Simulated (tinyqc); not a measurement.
The same layer on three faces: model-solid line-up of a strained alloy layer on a substrate.

All values of the alloy are linear in x but the gap, Eg(x) = (1 - x) Eg_A + x Eg_B - C x (1 - x), and the valence edge, Ev(x) = (1 - x) Ev_A + x Ev_B + fv C x (1 - x); Ec = Ev + Eg. Ev is the top of the unstrained valence band on a scale common to all materials. In the layer only the Gamma valley of the conduction band is followed, also where an X or L valley would lie lower.

Coherent growth: e_par = (a_s - a)/a. (001): e_perp = -2 (C12/C11) e_par; exx = eyy = e_par, ezz = e_perp, no shear. (111): e_perp = -(2 C11 + 4 C12 - 4 C44)/(C11 + 2 C12 + 4 C44) e_par; exx = eyy = ezz = (2 e_par + e_perp)/3 and exy = eyz = ezx = (e_perp - e_par)/3. (110): e_perp = -(C11 + 3 C12 - 2 C44)/(C11 + C12 + 2 C44) e_par; exx = eyy = (e_par + e_perp)/2, ezz = e_par, exy = (e_perp - e_par)/2, eyz = ezx = 0.

Strained edges: Ec + ac tr(e); the valence edges are Ev plus the levels of the 6 x 6 matrix of X, Y, Z times spin with -Dso/3 + l exx + m (eyy + ezz) on the diagonal (cyclic), n exy off it, l = av + 2 b, m = av - b, n = sqrt(3) d. Spin-orbit term (Dso/3) L.sigma on X, Y, Z with (L_k)_ij = -i epsilon_kij: <X+|H|Y+> = -i Dso/3, <X+|H|Z-> = Dso/3, <Y+|H|Z-> = -i Dso/3, <Z+|H|X-> = -Dso/3, <Z+|H|Y-> = i Dso/3, <X-|H|Y-> = i Dso/3, and their conjugates; + and - are the spin along z.

Values chosen for the exercise (A near InP, B near GaP, substrate near GaAs; shifted at random, so the results belong to these values and not to a real crystal): a = (5.867, 5.459) angstrom (lattice constant of A, B); Eg = (1.406, 2.871) eV (gap at Gamma to the s-like level of A, B); Dso = (0.108, 0.081) eV (spin-orbit splitting of A, B); Ev = (-0.94, -1.27) eV (top of the unstrained valence band of A, B); ac = (-5.98, -8.21) eV (conduction deformation potential of A, B); av = (0.61, 1.71) eV (valence hydrostatic potential of A, B); b = (-1.99, -1.59) eV (tetragonal shear potential of A, B); d = (-4.96, -4.66) eV (trigonal shear potential of A, B); C11 = (100.6, 138.6) GPa (of A, B); C12 = (55.7, 62.1) GPa (of A, B); C44 = (45.5, 70.2) GPa (of A, B); C = 0.684 eV (bowing of the gap); fv = 0 (share of the bowing taken by the valence edge); a_s = 5.65 angstrom (substrate); x = 0.78 (fraction of B).

Composition and substrate are kept.

Cases:
```
face
(001)
(111)
(110)
```

Rank the cases by gap (eV), lowest first.

Answer: (111), (110), (001).

Results:
```
face   e_perp (%)  tr(e) (%)  shift of Ec (meV)  shift of Ev (meV)  valence splitting (meV)  gap (eV)
(001)      -1.700      1.949             -150.4              125.8                    156.3    2.1551
(111)      -0.872      2.777             -214.3              165.5                    198.3    2.0515
(110)      -1.041      2.608             -201.4              157.5                    183.0    2.0725
```

The layer yields most along the normal on (001) and least on (111), so the volume change, and with it the shift of Ec, is largest on (111). The valence splitting, set by b on (001), by d on (111) and by both on (110), is largest on (111). The gaps span 104 meV, from (111) to (001).

Computed by tinyqc, a small Python program: `OMP_NUM_THREADS=1 python tinyqc.py 1080258 1080259 out.jsonl` (the numbers bound the seed that draws the inputs); one thread of a shared host (Intel(R) Xeon(R) Processor @ 2.30GHz), about 0.02 s for the whole set of steps.
